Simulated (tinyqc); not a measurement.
From results back to parameters: Brillouin zone and empty-lattice bands of the bcc structure. Five cases, with inputs chosen for the exercise.

Problem. At the centre of a zone face two plane waves are mixed by V > 0: levels E0 -/+ V, masses normal to the face 1/(1 -/+ 2 E0/V), E0 = c0 k^2, c0 = hbar^2/2m0. The gap and the mass of the upper band are given.

Constants: hbar^2/2m0 = 3.80998211 eV angstrom^2.

Find: V; E0; k; spacing of the lattice planes, pi/k.

Method. V is half the gap; 2 E0/V = 1/m - 1; k = |G|/2 = pi/d.

Case 1.

gap = 1.860000 eV
mass of the upper band = 0.0582548 m0

Solution.

V = 0.9300 eV
E0 = 7.517 eV
k = 1.4046 1/angstrom
spacing of the lattice planes, pi/k = 2.237 angstrom

Case 2.

gap = 2.240000 eV
mass of the upper band = 0.0699443 m0

Solution.

V = 1.1200 eV
E0 = 7.446 eV
k = 1.3980 1/angstrom
spacing of the lattice planes, pi/k = 2.247 angstrom

Case 3.

gap = 1.920000 eV
mass of the upper band = 0.1529037 m0

Solution.

V = 0.9600 eV
E0 = 2.659 eV
k = 0.8354 1/angstrom
spacing of the lattice planes, pi/k = 3.760 angstrom

Case 4.

gap = 1.180000 eV
mass of the upper band = 0.0376468 m0

Solution.

V = 0.5900 eV
E0 = 7.541 eV
k = 1.4069 1/angstrom
spacing of the lattice planes, pi/k = 2.233 angstrom

Case 5.

gap = 1.100000 eV
mass of the upper band = 0.0641868 m0

Solution.

V = 0.5500 eV
E0 = 4.009 eV
k = 1.0258 1/angstrom
spacing of the lattice planes, pi/k = 3.062 angstrom

Computed by tinyqc, one run a case: `OMP_NUM_THREADS=1 python tinyqc.py N N+1 out.jsonl` with N = 1880206, 1880209, 1880212, 1880858, 1881082; one thread of a shared Intel(R) Xeon(R) Processor @ 2.30GHz, about 0.01 s a run at most.
